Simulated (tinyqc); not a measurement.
From results back to parameters: carrier statistics of a doped semiconductor with parabolic bands. Four cases, with inputs chosen for the exercise.

Problem. With Boltzmann statistics and no minority carriers, n (n + NA)/(ND - NA - n) = K(T) = (N(T)/2) exp(-E/kB T), E the ionisation energy of the majority dopant and N = 2 (m kB T/(4 pi c))^(3/2) with c = hbar^2/2m0, in 1/angstrom^3; times 1e24 for 1/cm^3, m = m_d. The density below was computed from a hidden E.

Constants: hbar^2/2m0 = 3.80998211 eV angstrom^2; kB = 8.617333262e-05 eV/K.

Case 1.

Values chosen (near those of AlAs; shifted at random, so the results belong to these values and not to a real crystal): ND = 7.7e+17 1/cm^3 (donors); NA = 4.9e+12 1/cm^3 (acceptors); m_d = 0.746 m0 (density-of-states mass of the majority band); Ta = 78 K.

n(Ta) = 5.1829e+15 1/cm^3

Case 2.

Values chosen (near those of Si; shifted at random, so the results belong to these values and not to a real crystal): ND = 1.5e+14 1/cm^3 (donors); NA = 4.6e+13 1/cm^3 (acceptors); m_d = 1.057 m0 (density-of-states mass of the majority band); Ta = 73 K.

n(Ta) = 9.4301e+13 1/cm^3

Case 3.

Values chosen (near those of Si; shifted at random, so the results belong to these values and not to a real crystal): ND = 3.1e+17 1/cm^3 (donors); NA = 1.4e+17 1/cm^3 (acceptors); m_d = 1.062 m0 (density-of-states mass of the majority band); Ta = 69 K.

n(Ta) = 8.9304e+14 1/cm^3

Case 4.

Values chosen (near those of GaSb; shifted at random, so the results belong to these values and not to a real crystal): ND = 1.7e+14 1/cm^3 (donors); NA = 2.9e+12 1/cm^3 (acceptors); m_d = 0.04 m0 (density-of-states mass of the majority band); Ta = 10 K.

n(Ta) = 4.5316e+13 1/cm^3

Find: K(Ta); E.

Solution. The left side gives K; then E = kB T ln(N/(2 K)).

Case 1.

K(Ta) = 3.52e+13 1/cm^3
E = 0.0694 eV

Case 2.

K(Ta) = 1.36e+15 1/cm^3
E = 0.0446 eV

Case 3.

K(Ta) = 7.44e+14 1/cm^3
E = 0.0453 eV

Case 4.

K(Ta) = 1.79e+13 1/cm^3
E = 0.0030 eV

Computed by tinyqc, one run a case: `OMP_NUM_THREADS=1 python tinyqc.py N N+1 out.jsonl` with N = 1681701, 1681743, 1681754, 1681786; one thread of a shared Intel(R) Xeon(R) Processor @ 2.30GHz, about 0.01 s a run at most.
